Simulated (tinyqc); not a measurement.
## Via and link resistance from two via chains

Inverse problem. A chain of 1000 vias joined by 1000 metal links has R = 1000 (Rv + Rlink), with Rlink proportional to the link length. Find Rv, Rlink for length L, and the value of Rv that the short chain would give if the links were ignored.

resistance of chains of 1000 links with link lengths L and 3 L (ohm): 33900  53700

Answer. R per link is a straight line in the link length; its intercept at zero length is Rv.

Rv = 24.00 ohm
Rlink = 9.900 ohm
Rv without correction = 33.90 ohm

Numbers from tinyqc (`OMP_NUM_THREADS=1 python tinyqc.py 2750197 2750198 out.jsonl`; about 0.01 s on one thread of a shared Intel Xeon 2.30GHz).
